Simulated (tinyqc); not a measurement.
Worked calculation: free and nearly free electrons in a metal. Values are carried at full precision from step to step, so a last printed digit may differ when a step is redone from the rounded ones.

The cubic cell holds 4 atoms: n = 4 z/a^3, kF = (3 pi^2 n)^(1/3), EF = c kF^2/m, vF = 2 c kF/(m hbar), c = hbar^2/2m0; rs = (3/(4 pi n))^(1/3)/a0; D(EF) = 3 n/(2 EF).

Constants: hbar^2/2m0 = 3.80998211 eV angstrom^2; hbar = 6.58211957e-16 eV s; a0 (Bohr radius) = 0.5291772105 angstrom; kB = 8.617333262e-05 eV/K.

Parameters, chosen for this exercise (near those of Ag, whose d bands this model ignores; not measured data): a = 4.078 angstrom (fcc lattice constant); z = 1 (free electrons an atom); m = 1.57 m0 (mass); rho = 1.77 micro-ohm cm (bulk resistivity); T = 290 K; V = 0.67 eV (|V_G| for G = (111)); x = 0.79 (k along G as a share of |G|/2).

## The Fermi sphere

Evaluate the free-electron quantities.

n = 0.05898 1/angstrom^3
kF = 1.2042 1/angstrom
EF = 3.519 eV
vF = 8.880e+05 m/s
rs = 3.012
D(EF) per atom = 0.4262 1/eV

A mass this far above 1 is of the kind met in the specific heat (electron-phonon coupling); it understates EF and vF of the real bands.

## Relaxation time and mean free path

Drude: 1/rho = n e^2 tau/(m m0) with e = 1.602176634e-19 C and m0 = 9.1093837e-31 kg; mean free path l = vF tau; rho l = hbar kF/(n e^2) = 12 pi^3 hbar/(e^2 S) with S = 4 pi kF^2 does not depend on tau or m.

Use SI units: n in 1/m^3 (1e30 per 1/angstrom^3), rho in ohm m (1e-8 per micro-ohm cm).

tau = 53.37 fs
l = 47.39 nm
rho l = 8.388 1e-16 ohm m^2

Wires lose conductivity to surfaces and grain boundaries, with an excess that scales as rho l over the width and is of the order of rho itself at a width of l = 47 nm.

## Thermal quantities

gamma = (pi^2/3) kB^2 D(EF) per atom, times 96485.33 x 1e3 for mJ/(mol K^2); mu(T) = EF (1 - (pi kB T/EF)^2/12); Wiedemann-Franz kappa = L0 T/rho with L0 = (pi^2/3) (kB/e)^2, kB/e in V/K.

gamma = 1.005 mJ/(mol K^2)
mu - EF = -0.1460 meV
kappa = 400 W/(m K)

## The sphere against the zone faces

Take G = (hkl) 2 pi/a for (111), (200) and (220), with the number of equivalent faces. The Bragg plane of G lies at |G|/2 with |G| = (2 pi/a) sqrt(h^2 + k^2 + l^2). Where kF exceeds it, the sphere cuts the plane in a circle of radius sqrt(kF^2 - G^2/4).

Distance and circle for each G:

| G | faces | \|G\|/2 (1/angstrom) | kF/(\|G\|/2) | circle radius |
|---|---|---|---|---|
| (111) | 8 | 1.3343 | 0.9025 | - |
| (200) | 6 | 1.5408 | 0.7816 | - |
| (220) | 12 | 2.1790 | 0.5527 | - |

The sphere stays inside the first zone; it reaches 0.903 of the way to the nearest faces.

## Two plane waves near the face

Two plane waves k and k - G, G = (111) (2 pi/a): H = [[c k^2/m, V], [V, c (k - G)^2/m]] with c = hbar^2/2m0.

Build H for k along G, diagonalise, and give the weight of the first wave in the lower state and its velocity along G relative to a free electron, (w k + (1 - w)(k - G))/k.

H (eV):
```
        1       2
1  2.6965  0.6700
2  0.6700  6.3259
```

levels (eV): 2.5768  6.4456

w = 0.9691
v/v_free = 0.9216

The splitting is 3.869 eV here and 2V = 1.34 eV on the face, where the normal velocity vanishes. There the lower band lies at 3.651 eV, above the free EF of 3.519 eV, so the Fermi surface does not reach the face. The real noble metals have necks on these faces, through a gap of 4 to 5 eV at L and their d bands.

## Checks

- Lower level against the closed form of the 2 x 2 problem (eV): both 2.5768.
- The product rho l against hbar kF/(n e^2) (1e-16 ohm m^2): both 8.388.

Program tinyqc; command `OMP_NUM_THREADS=1 python tinyqc.py 1681347 1681348 out.jsonl`; about 0.01 s on one thread of a shared Intel(R) Xeon(R) Processor @ 2.30GHz.
